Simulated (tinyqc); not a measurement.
On-chip interconnect, size-dependent resistivity and RC delay: two steps of the calculation.

A rectangular line between two neighbours and two ground planes. Surface and grain-boundary scattering are added to the bulk resistivity as corrections; capacitances are parallel-plate values without fringing; inductance is ignored.

Inputs (values chosen for the exercise); metal values close to those of tungsten:
- Lw = 380 um (line length)
- Rd = 800 ohm (driver resistance)
- Cl = 0.077 fF (load capacitance)
- dt = 98 ps (time step)

Question 1. Ladder and Elmore delays. 7 equal pi sections: series Rs = r Lw/7; node capacitances c Lw/7, halved at nodes 0 and 7, with Cl added to node 7; Rd feeds node 0. Elmore delay of node k: the sum, over the resistors on the path to k, of resistance times all capacitance downstream of it.

r = 194.54633 ohm/um
c = 0.028429122 fF/um

Wanted: Rs; C; Elmore delay.

Answer 1.

Rs = 1.056e4 ohm

```
node  C (fF)  Elmore delay (ps)
0     0.7716              8.704
1      1.543              115.5
2      1.543              205.9
3      1.543              280.1
4      1.543              337.9
5      1.543              379.5
6      1.543              404.8
7     0.8486              413.7
```

The far-end value equals Rd (c Lw + Cl) + r Lw (c Lw/2 + Cl) for any number of pi sections; the line resistance contributes 97.9 % of it.

Question 2. Node voltages after a time step. A 1 V step is applied behind Rd at t = 0. C dv/dt = -G v + b, with G the conductance matrix of the ladder (1/Rs between neighbours, 1/Rd added at node 0) and b = (1 V/Rd, 0, ...). Trapezoidal step: (C/dt + G/2) v(new) = (C/dt - G/2) v + b.

Rs = 10561.086 ohm

```
node      C (fF)  v at t = 1 dt (V)
0     0.77164760          1.9130731
1      1.5432952          1.0836922
2      1.5432952          0.6147799
3      1.5432952          0.3503619
4      1.5432952          0.2024848
5      1.5432952          0.1219603
6      1.5432952          0.0820035
7     0.84864760          0.0693235
```

Wanted: v at t = 2 dt.

Answer 2.

v at t = 2 dt, node 0 to 7 (V): [0.08996, 0.65615, 0.71966, 0.61357, 0.47848, 0.36784, 0.29842, 0.27372]

Numbers from tinyqc (`OMP_NUM_THREADS=1 python tinyqc.py 2100049 2100050 out.jsonl`; about 0.01 s on one thread of a shared Intel Xeon 2.30GHz).
